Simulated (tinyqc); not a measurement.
Ellipsometry and reflectance of a transparent film on an absorbing substrate: one step of the calculation.

Air (index 1), film, substrate with N2 = n2 - i k2; time factor exp(+i w t). q_j = sqrt(N_j^2 - sin^2 th), root with positive real part. Fresnel coefficients r_s = (q_a - q_b)/(q_a + q_b), r_p = (N_b^2 q_a - N_a^2 q_b)/(N_b^2 q_a + N_a^2 q_b). tan(Psi) exp(i Delta) = R_p/R_s, Delta taken from 0 to 360 degrees.

Question. Interface coefficients and thickness period. q0, q1, q2 and the coefficients r01 and r12 for p and s; the results repeat in d with the period lam/(2 q1).

Parameters, values chosen for the exercise; indices close to those of aluminium oxide on silicon: wavelength lam = 546.1 nm; angle of incidence th = 70 degrees; index of the transparent film n1 = 1.653; index of the substrate n2 = 4.086; extinction coefficient of the substrate k2 = 0.031.

Give: q0; q1; q2; r01,p; r01,s; r12,p; r12,s; period.

Answer.

q0 = 0.34202
q1 = 1.3599
q2 = 3.9765-0.0319i
r01,p = -0.18540
r01,s = -0.59808
r12,p = 0.35268-0.00314i
r12,s = -0.49034+0.00304i
period = 200.78 nm

Computed by the program tinyqc: `OMP_NUM_THREADS=1 python tinyqc.py 2870176 2870177 out.jsonl`, one thread of a shared Intel Xeon 2.30GHz, about 0.01 s for the whole run.
